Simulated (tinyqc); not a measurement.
Worked calculation: inverse iteration on a symmetric matrix. Computed by tinyqc, a small Python program that keeps every step. Settings: method = inverse, shift = -0.01. Command: `OMP_NUM_THREADS=1 python tinyqc.py 20595 20596 out.jsonl` (the two numbers bound the seeds that draw the settings). One thread of a shared host (Intel(R) Xeon(R) Processor @ 2.60GHz), about 0.01 s of CPU time with the checks.

A, lower triangle:
```
          1          2         3         4
1  0.193000
2  0.312000   0.194000
3  0.253000  -0.625000  0.416000
4  0.939000   1.018000  0.094000  0.698000
```

Stop when the residual |A v - lambda v| is below 1e-9.

Steps:

| step | lambda | residual |
|---|---|---|
| 1 | 0.55401130 | 1.02e+00 |
| 2 | 0.00587979 | 7.51e-01 |
| 3 | -0.27612707 | 4.87e-01 |
| 4 | -0.39405251 | 2.77e-01 |
| 5 | -0.43181087 | 1.47e-01 |
| 6 | -0.44250717 | 7.66e-02 |
| 7 | -0.44542041 | 3.95e-02 |
| 8 | -0.44620473 | 2.04e-02 |
| 9 | -0.44641512 | 1.05e-02 |
| 10 | -0.44647148 | 5.41e-03 |
| 11 | -0.44648657 | 2.79e-03 |
| 12 | -0.44649060 | 1.44e-03 |
| 13 | -0.44649168 | 7.40e-04 |
| 14 | -0.44649197 | 3.81e-04 |
| 15 | -0.44649205 | 1.96e-04 |
| 16 | -0.44649207 | 1.01e-04 |
| 17 | -0.44649207 | 5.22e-05 |
| 18 | -0.44649207 | 2.69e-05 |
| 19 | -0.44649207 | 1.39e-05 |
| 20 | -0.44649207 | 7.14e-06 |
| 21 | -0.44649207 | 3.68e-06 |
| 22 | -0.44649207 | 1.90e-06 |
| 23 | -0.44649207 | 9.78e-07 |
| 24 | -0.44649207 | 5.04e-07 |
| 25 | -0.44649207 | 2.60e-07 |
| 26 | -0.44649207 | 1.34e-07 |
| 27 | -0.44649207 | 6.91e-08 |
| 28 | -0.44649207 | 3.56e-08 |
| 29 | -0.44649207 | 1.84e-08 |
| 30 | -0.44649207 | 9.46e-09 |

Can the last value be used, and what does the course show?

Not by the stop rule, although the second column moves by less than 1e-07 over the last three steps. Not converged in 30 steps: the residual falls only by the ratio of the two smallest distances of eigenvalues from the shift, 0.52 a step. all eigenvalues, for comparison: -0.889598  -0.446492  0.836488  2.000603.
